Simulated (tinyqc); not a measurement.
# Changing the stiffness alpha r0

Model: pair-potential crystal by lattice sums. Computed by tinyqc, a small Python program. Command: `OMP_NUM_THREADS=1 python tinyqc.py 3018480 3018481 out.jsonl pairsum sweep`. One thread of a shared host (Intel(R) Xeon(R) Processor @ 2.30GHz), about 0.05 s of CPU time with the checks.

Energy per atom E = (1/2) sum over neighbours of phi(r); d is the nearest-neighbour distance.

Inputs (values chosen for the exercise, for model atoms): well depth eps = 0.0698 eV; pair minimum r0 = 2.46 angstrom; cut-off r_c/r0 = 2.77.

Potential: Morse. Structure: bcc.

Constants: 1 eV/angstrom^3 = 160.2176634 GPa.

Method:
- phi0(r) = eps [exp(-2 alpha (r - r0)) - 2 exp(-alpha (r - r0))]; shifted-force cut-off: phi(r) = phi0(r) - phi0(r_c) - (r - r_c) phi0'(r_c) for r < r_c, zero beyond.
- Shells (distance in units of d, count): fcc 1.0000 (12), 1.4142 (6), 1.7321 (24), 2.0000 (12), 2.2361 (24), 2.4495 (8), 2.6458 (48), 2.8284 (6), 3.0000 (36), 3.1623 (24); hcp 1.0000 (12), 1.4142 (6), 1.6330 (2), 1.7321 (18), 1.9149 (12), 2.0000 (6), 2.2361 (12), 2.3805 (12), 2.4495 (6), 2.5166 (6), 2.5820 (12), 2.6458 (24), 2.7080 (6), 2.8868 (12), 3.0000 (12), 3.1091 (24), 3.1623 (12); bcc 1.0000 (8), 1.1547 (6), 1.6330 (12), 1.9149 (24), 2.0000 (8), 2.3094 (6), 2.5166 (24), 2.5820 (24), 2.8284 (24), 3.0000 (32); sc 1.0000 (6), 1.4142 (12), 1.7321 (8), 2.0000 (6), 2.2361 (24), 2.4495 (24), 2.8284 (12), 3.0000 (30), 3.1623 (24); diamond 1.0000 (4), 1.6330 (12), 1.9149 (12), 2.3094 (6), 2.5166 (12), 2.8284 (24), 3.0000 (16). Volumes per atom in d^3: fcc 0.70711, hcp 0.70711, bcc 0.76980, sc 1.00000, diamond 1.53960; hcp has the ideal c/a. Every shell inside the cut-off is summed.
- Equilibrium: dE/dd = 0 at the lowest minimum with d between 0.78 r0 and 1.45 r0; B = d^2 E''(d)/(9 Omega).
- Unrelaxed vacancy: removing an atom breaks its bonds (2|E|) and placing it on the surface returns |E|, so E_v = |E|.
- At zero stress C_ijkl = (1/(2 Omega)) sum (phi'' - phi'/r) R_i R_j R_k R_l / r^2 over all neighbours, on cube axes; so C44 = C12 (Cauchy relation). C' = (C11 - C12)/2.

One run for each value:
```
stiffness alpha r0  energy per atom (eV)  equilibrium distance d (angstrom)  bulk modulus B (GPa)  C' (GPa)
4.2                             -0.61132                             2.2097                 42.18     0.750
5.1                             -0.51296                             2.3140                 47.99    -1.716
7.1                             -0.42174                             2.3921                 71.25    -8.766
8.1                             -0.39806                             2.4080                 86.12   -12.586
9.0                             -0.38163                             2.4180                100.86   -15.857
10.0                            -0.36673                             2.4263                118.57   -19.083
```

Give the missing row, stiffness alpha r0 = 6.1.

Computed row:
```
stiffness alpha r0  energy per atom (eV)  equilibrium distance d (angstrom)  bulk modulus B (GPa)  C' (GPa)
6.1                             -0.45600                             2.3656                 58.31    -5.052
```

Interpolating between the two neighbouring rows (linearly) misses most in C' (GPa), by 3.7 %. Over the rows, energy per atom (eV) rises from -0.611 to -0.367 (exponent d ln y / d ln x -0.90 between the first rows and -0.38 between the last); equilibrium distance d (angstrom) rises from 2.21 to 2.43 (exponent d ln y / d ln x 0.24 between the first rows and 0.032 between the last); bulk modulus B (GPa) rises from 42.2 to 119 (exponent d ln y / d ln x 0.66 between the first rows and 1.5 between the last). A stiff well binds the first shell alone, where E tends to -z eps/2 = -0.2792 eV and d to r0. Left out: 3.20 (the structure has no minimum in range).

Extremes, crossings and ranges named in words are read from the listed rows.
